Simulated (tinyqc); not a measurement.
# Worked calculation: thermal RC ladder, step response

Numbers from tinyqc (`OMP_NUM_THREADS=1 python tinyqc.py 2520119 2520120 out.jsonl`; about 0.01 s on one thread of a shared Intel Xeon 2.30GHz). Printed values are rounded.

A ladder of 2 nodes: R_i joins node i to node i + 1, the last R to the ambient; C_i is the heat capacity of node i; theta is the rise above ambient, zero at t = 0. d theta/dt = -A theta + b with b = (Pw/C_1, 0, ...), times in ms.

Values chosen for this exercise:
- R = [1.1, 0.47] K/W (resistances, junction to ambient)
- C = [0.65, 4.2] mJ/K (heat capacities of the nodes)
- Pw = 9.3 W (power at node 1 from t = 0)
- dt = 0.54 ms (time step)

## The rate matrix

A = C^(-1) K, K_ii = 1/R_(i-1) + 1/R_i (no first term for node 1), K_(i,i+1) = K_(i+1,i) = -1/R_i.

A (1/ms):
```
          node 1    node 2
node 1   1.39860  -1.39860
node 2  -0.21645   0.72304
```

## Time constants and Foster resistances

A = C^(-1) K, K_ii = 1/R_(i-1) + 1/R_i (no first term for node 1), K_(i,i+1) = K_(i+1,i) = -1/R_i. The time constants tau_k are the inverse eigenvalues of A; the rise of node 1 per watt is Z(t) = sum_k r_k (1 - exp(-t/tau_k)), with r_k = v_k1^2 tau_k/C_1 and v_k the unit eigenvectors of C^(-1/2) K C^(-1/2).

tau_k, rising (ms): [0.586016, 2.40848]
r_k (K/W): [0.686627, 0.883373]

The r_k add up to the sum of the R_i, 1.570 K/W; the slowest constant is 4.11 times the fastest.

## Step 1: one time step

theta at t = 0 (K): node 1 0.00000, node 2 0.00000

Explicit Euler: theta(new) = theta + dt (b - A theta).

theta after step 1 (K): node 1 7.72615, node 2 0.00000

## Step 2: one time step

As before.

theta after step 2 (K): node 1 9.61717, node 2 0.90306

## Step 3: one time step

As before.

theta after step 3 (K): node 1 10.7620, node 2 1.6746

## Course of the time stepping

Sixteen steps, against the exact rise Pw Z(t); the run counts as sound if the error in the last step is under 5 % of the exact rise. The time constants tau_k are the inverse eigenvalues of A; the rise of node 1 per watt is Z(t) = sum_k r_k (1 - exp(-t/tau_k)), with r_k = v_k1^2 tau_k/C_1 and v_k the unit eigenvectors of C^(-1/2) K C^(-1/2).

Course of the iteration:
```
step  t (ms)  theta_1 (K)  exact (K)  error (K)
1       0.54      7.72615    5.49465       2.23
2       1.08      9.61717    8.34318       1.27
3       1.62      10.7620    10.0058      0.756
4       2.16      11.6249    11.0902      0.535
5        2.7      12.2923    11.8596      0.433
6       3.24      12.8100    12.4357      0.374
7       3.78      13.2115    12.8808      0.331
8       4.32      13.5231    13.2304      0.293
9       4.86      13.7647    13.5073      0.257
10       5.4      13.9522    13.7276      0.225
11      5.94      14.0977    13.9033      0.194
12      6.48      14.2105    14.0435      0.167
13      7.02      14.2981    14.1555      0.143
14      7.56      14.3660    14.2450      0.121
15       8.1      14.4187    14.3165      0.102
16      8.64      14.4596    14.3737     0.0859
```

The largest error is 2.2 K, at step 1; the last value is 0.60 % above the exact one. dt is 0.92 times the fastest time constant; explicit Euler is stable below 2.
